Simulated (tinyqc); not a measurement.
Froehlich polaron in a polar crystal: one step, computed by the program tinyqc.

One electron in a parabolic band of mass m*, coupled to dispersionless LO phonons in the continuum model. Energies are in units of hbar omega unless marked, wave numbers in k_0 = sqrt(2 m* omega/hbar).

Task: Second-order perturbation theory. At T = 0 and k < k_0: E(k) = (k/k_0)^2 - alpha arcsin(k/k_0)/(k/k_0); so E(0) = -alpha, 1/m_p = (1 - alpha/6)/m*, and the mean number of phonons in the cloud at k = 0 is alpha/2. The Lee-Low-Pines variational state gives the same E(0) and m_p = m* (1 + alpha/6).

Inputs (values chosen for the exercise, modelled on indium phosphide): LO phonon energy hbar omega = 43.1 meV; electron wave number k/k_0 = 0.48.

coupling constant alpha = 0.1102228

Give: energy shift at k = 0; E(k); m*/m_p, second order; m_p/m*, Lee-Low-Pines; phonons in the cloud.

Result:

energy shift at k = 0 = -4.751 meV

E(k) = 0.1154 hbar omega

m*/m_p, second order = 0.9816

m_p/m*, Lee-Low-Pines = 1.018

phonons in the cloud = 0.05511
